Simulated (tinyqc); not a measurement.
Changing the carrier flow F2: precursor delivery by bubblers, mass-transport growth and the solid composition of a III-V alloy. Computed by tinyqc, a small Python program. Command: `OMP_NUM_THREADS=1 python tinyqc.py 3022664 3022665 out.jsonl movpe_thermo sweep`. One thread of a shared host (Intel(R) Xeon(R) Processor @ 2.30GHz), about 0.02 s of CPU time with the checks.

1 sccm = 44.615 micromol/min; 1 torr = 133.322 Pa. The sources decompose fully at the surface.

Inputs (values chosen for the exercise, modelled on trimethylgallium (source 1) and trimethylindium (source 2) for the vapour pressures):

| quantity | value | unit |
|---|---|---|
| bath temperature T1 | 261 | K |
| bath temperature T2 | 303 | K |
| bubbler pressure p_b | 1400 | torr |
| carrier flow F1 | 14 | sccm |
| total flow F_t | 5.9 | slm |
| group-V flow F_V | 220 | sccm |
| reactor pressure p | 200 | torr |
| growth temperature T | 940 | K |
| diffusivity at 273 K and 760 torr | 0.49 | cm^2/s |
| flow cross-section A | 18 | cm^2 |
| distance from the leading edge z | 8.6 | cm |
| lattice constant a | 5.78 | angstrom |
| interaction L0 of the solid | 8.64 | kJ/mol |
| log10 of p_B,eq over pure BC at 1000 K and 1 torr of group V (exaggerated: liquid indium has about -4.1) | -2.3 | log10 torr |
| enthalpy of that equilibrium H | 336 | kJ/mol |

Alloy: mixing on the group-III sites, with desorption of B.

constants a, b of source 1 (log10 torr, K): 8.097  1703

constants a, b of source 2 (log10 torr, K): 10.52  3014

Constants: k_B = 1.380649e-23 J/K; R = 8.314462618 J/(mol K).

Method:
- log10 p_v = a - b/T_bath; molar flow = F x 44.615 x p_v/(p_b - p_v) for a saturated bubbler.
- p_i = p n_i/(44615 F_t), F_t in slm; p_V = p F_V/(1000 F_t), counted per molecule supplied; V/III = 44.615 F_V/(n1 + n2); vapour fraction of source 2 = n2/(n1 + n2).
- Mean velocity u = (F_t/A)(760/p)(T/273); D = D0 (T/273)^1.75 (760/p); boundary layer delta = sqrt(pi D z/u); flux = D dp/(delta k_B T); growth rate = flux x a^3/4.
- A sticks fully. B desorbs: its surface pressure is p_B* = x gamma_B K/sqrt(p_V), ln gamma_B = L0 (1 - x)^2/(R T), K = 10^(log10 K at 1000 K) exp[-(H/R)(1/T - 1/1000)], p_V in torr. With equal diffusivities x = (p_2 - p_B*)/(p_1 + p_2 - p_B*). Growth rate = rate per torr x p_1/(1 - x).

One run for each value:

| carrier flow F2 (sccm) | solid fraction x | vapour fraction of source 2 | growth rate (micrometre/h) | V/III ratio |
|---|---|---|---|---|
| 5.9 | 0.03851 | 0.03957 | 1.5808 | 550.88 |
| 10.0 | 0.06369 | 0.06527 | 1.6233 | 536.14 |
| 17.0 | 0.10394 | 0.10611 | 1.6963 | 512.71 |
| 48.0 | 0.24823 | 0.25102 | 2.0218 | 429.59 |
| 82.0 | 0.36163 | 0.36409 | 2.3810 | 364.74 |
| 140.0 | 0.49252 | 0.49432 | 2.9951 | 290.04 |
| 240.0 | 0.62518 | 0.62628 | 4.0552 | 214.36 |

Give the missing row, carrier flow F2 (sccm) = 29.0.

Computed row:
```
carrier flow F2 (sccm)  solid fraction x  vapour fraction of source 2  growth rate (micrometre/h)  V/III ratio
29.0                             0.16574                      0.16839                      1.8219       476.99
```

Interpolating between the two neighbouring rows (the first column on a logarithmic scale, the others too where they are positive) misses most in growth rate (micrometre/h), by 1.9 %. Over the rows, solid fraction x rises from 0.0385 to 0.625 (exponent d ln y / d ln x 0.95 between the first rows and 0.44 between the last); vapour fraction of source 2 rises from 0.0396 to 0.626 (exponent d ln y / d ln x 0.95 between the first rows and 0.44 between the last); growth rate (micrometre/h) rises from 1.58 to 4.06 (exponent d ln y / d ln x 0.050 between the first rows and 0.56 between the last).

Caution (all rows): the boundary layer is a quarter or more of the root of the cross-section, so it fills much of the channel and depletion along the flow matters.

Extremes, crossings and ranges named in words are read from the listed rows.
